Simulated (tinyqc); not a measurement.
Worked calculation: RHF in the sto-3g basis, for BeH2, spin multiplicity 1. One step of it, computed by the program tinyqc.

Problem. Iteration 2: building the Fock matrix. J_ij = sum D_kl (ij|kl), K_ij = sum D_kl (ik|jl); F = H + J - 0.5 K; E = tr D H + tr D J / 2 - 0.25 tr D K + E_nn.

D after iteration 1:
```
            1Be 1s     1Be 2s    1Be 2px   1Be 2py    1Be 2pz      2H 1s      3H 1s
1Be 1s    2.148299  -0.573533   0.000000  0.000000   0.000000   0.018303   0.018303
1Be 2s   -0.573533   2.205564   0.000000  0.000000   0.000000  -0.046278  -0.046278
1Be 2px   0.000000   0.000000   0.677091  0.000000  -0.946430   0.000000   0.000000
1Be 2py   0.000000   0.000000   0.000000  0.000000   0.000000   0.000000   0.000000
1Be 2pz   0.000000   0.000000  -0.946430  0.000000   1.322909   0.000000   0.000000
2H 1s     0.018303  -0.046278   0.000000  0.000000   0.000000   0.000991   0.000991
3H 1s     0.018303  -0.046278   0.000000  0.000000   0.000000   0.000991   0.000991
```

core Hamiltonian H = T + V (hartree):
```
            1Be 1s     1Be 2s    1Be 2px    1Be 2py    1Be 2pz      2H 1s      3H 1s
1Be 1s   -8.492253  -2.094491   0.000000   0.000000   0.000000  -0.262151  -0.262151
1Be 2s   -2.094491  -2.712750   0.000000   0.000000   0.000000  -0.823808  -0.823808
1Be 2px   0.000000   0.000000  -2.191834   0.000000   0.000000   0.000000   0.000000
1Be 2py   0.000000   0.000000   0.000000  -2.349975   0.000000  -0.947930   0.947930
1Be 2pz   0.000000   0.000000   0.000000   0.000000  -2.191834   0.000000   0.000000
2H 1s    -0.262151  -0.823808   0.000000  -0.947930   0.000000  -1.870997  -0.028746
3H 1s    -0.262151  -0.823808   0.000000   0.947930   0.000000  -0.028746  -1.870997
```

Two-electron integrals (ij|kl) in chemists' order, unique and non-zero (hartree):
```
(11|11) 2.298831    (21|11) 0.392036    (21|21) 0.079539    (22|11) 0.570988
(22|21) 0.143041    (22|22) 0.417683    (31|31) 0.014607    (32|31) 0.021888
(32|32) 0.092265    (33|11) 0.569578    (33|21) 0.143083    (33|22) 0.417589
(33|33) 0.449859    (41|41) 0.014607    (42|41) 0.021888    (42|42) 0.092265
(43|43) 0.024249    (44|11) 0.569578    (44|21) 0.143083    (44|22) 0.417589
(44|33) 0.401360    (44|44) 0.449859    (51|51) 0.014607    (52|51) 0.021888
(52|52) 0.092265    (53|53) 0.024249    (54|54) 0.024249    (55|11) 0.569578
(55|21) 0.143083    (55|22) 0.417589    (55|33) 0.401360    (55|44) 0.401360
(55|55) 0.449859    (61|11) 0.047730    (61|21) 0.009678    (61|22) 0.017561
(61|33) 0.017446    (61|41) 0.000855    (61|42) 0.001619    (61|44) 0.017800
(61|55) 0.017446    (61|61) 0.001234    (62|11) 0.140174    (62|21) 0.035760
(62|22) 0.117153    (62|33) 0.112435    (62|41) 0.004616    (62|42) 0.030654
(62|44) 0.126475    (62|55) 0.112435    (62|61) 0.004814    (62|62) 0.053432
(63|31) 0.002938    (63|32) 0.014536    (63|43) 0.005023    (63|63) 0.004284
(64|11) 0.160180    (64|21) 0.041294    (64|22) 0.141402    (64|33) 0.133132
(64|41) 0.007350    (64|42) 0.047181    (64|44) 0.157796    (64|55) 0.133132
(64|61) 0.005751    (64|62) 0.072574    (64|64) 0.100756    (65|51) 0.002938
(65|52) 0.014536    (65|54) 0.005023    (65|65) 0.004284    (66|11) 0.311912
(66|21) 0.080850    (66|22) 0.298063    (66|33) 0.277458    (66|41) 0.010993
(66|42) 0.097815    (66|44) 0.338936    (66|55) 0.277458    (66|61) 0.011028
(66|62) 0.180294    (66|64) 0.257650    (66|66) 0.774606    (71|11) 0.047730
(71|21) 0.009678    (71|22) 0.017561    (71|33) 0.017446    (71|41) -0.000855
(71|42) -0.001619   (71|44) 0.017800    (71|55) 0.017446    (71|61) 0.001127
(71|62) 0.004065    (71|64) 0.004567    (71|66) 0.009164    (71|71) 0.001234
(72|11) 0.140174    (72|21) 0.035760    (72|22) 0.117153    (72|33) 0.112435
(72|41) -0.004616   (72|42) -0.030654   (72|44) 0.126475    (72|55) 0.112435
(72|61) 0.004065    (72|62) 0.025102    (72|64) 0.028380    (72|66) 0.061760
(72|71) 0.004814    (72|72) 0.053432    (73|31) 0.002938    (73|32) 0.014536
(73|43) -0.005023   (73|63) 0.001467    (73|73) 0.004284    (74|11) -0.160180
(74|21) -0.041294   (74|22) -0.141402   (74|33) -0.133132   (74|41) 0.007350
(74|42) 0.047181    (74|44) -0.157796   (74|55) -0.133132   (74|61) -0.004567
(74|62) -0.028380   (74|64) -0.031596   (74|66) -0.070141   (74|71) -0.005751
(74|72) -0.072574   (74|74) 0.100756    (75|51) 0.002938    (75|52) 0.014536
(75|54) -0.005023   (75|65) 0.001467    (75|75) 0.004284    (76|11) 0.004819
(76|21) 0.001193    (76|22) 0.003386    (76|33) 0.003348    (76|44) 0.003460
(76|55) 0.003348    (76|61) 0.000147    (76|62) 0.000970    (76|64) 0.001182
(76|66) 0.002511    (76|71) 0.000147    (76|72) 0.000970    (76|74) -0.001182
(76|76) 0.000028    (77|11) 0.311912    (77|21) 0.080850    (77|22) 0.298063
(77|33) 0.277458    (77|41) -0.010993   (77|42) -0.097815   (77|44) 0.338936
(77|55) 0.277458    (77|61) 0.009164    (77|62) 0.061760    (77|64) 0.070141
(77|66) 0.156282    (77|71) 0.011028    (77|72) 0.180294    (77|74) -0.257650
(77|76) 0.002511    (77|77) 0.774606
```

nuclear repulsion = 2.65682593 hartree

Give: Coulomb J; exchange K; Fock matrix F; total energy of this density.

Solution.

Coulomb J (hartree):
```
         1Be 1s  1Be 2s  1Be 2px  1Be 2py  1Be 2pz  2H 1s   3H 1s
1Be 1s    6.866   1.347    0.000    0.000    0.000  0.164   0.164
1Be 2s    1.347   2.799    0.000    0.000    0.000  0.737   0.737
1Be 2px   0.000   0.000    2.797    0.000   -0.046  0.000   0.000
1Be 2py   0.000   0.000    0.000    2.762    0.000  0.866  -0.866
1Be 2pz   0.000   0.000   -0.046    0.000    2.828  0.000   0.000
2H 1s     0.164   0.737    0.000    0.866    0.000  1.769   0.023
3H 1s     0.164   0.737    0.000   -0.866    0.000  0.023   1.769
```

exchange K (hartree):
```
         1Be 1s  1Be 2s  1Be 2px  1Be 2py  1Be 2pz  2H 1s   3H 1s
1Be 1s    4.695   0.829    0.000    0.000    0.000  0.103   0.103
1Be 2s    0.829   1.094    0.000    0.000    0.000  0.262   0.262
1Be 2px   0.000   0.000    0.544    0.000   -0.403  0.000   0.000
1Be 2py   0.000   0.000    0.000    0.250    0.000  0.070  -0.070
1Be 2pz   0.000   0.000   -0.403    0.000    0.819  0.000   0.000
2H 1s     0.103   0.262    0.000    0.070    0.000  0.108   0.051
3H 1s     0.103   0.262    0.000   -0.070    0.000  0.051   0.108
```

Fock matrix F (hartree):
```
         1Be 1s  1Be 2s  1Be 2px  1Be 2py  1Be 2pz   2H 1s   3H 1s
1Be 1s   -3.974  -1.162    0.000    0.000    0.000  -0.149  -0.149
1Be 2s   -1.162  -0.460    0.000    0.000    0.000  -0.218  -0.218
1Be 2px   0.000   0.000    0.333    0.000    0.156   0.000   0.000
1Be 2py   0.000   0.000    0.000    0.287    0.000  -0.117   0.117
1Be 2pz   0.000   0.000    0.156    0.000    0.227   0.000   0.000
2H 1s    -0.149  -0.218    0.000   -0.117    0.000  -0.156  -0.031
3H 1s    -0.149  -0.218    0.000    0.117    0.000  -0.031  -0.156
```

total energy of this density = -14.36226 hartree
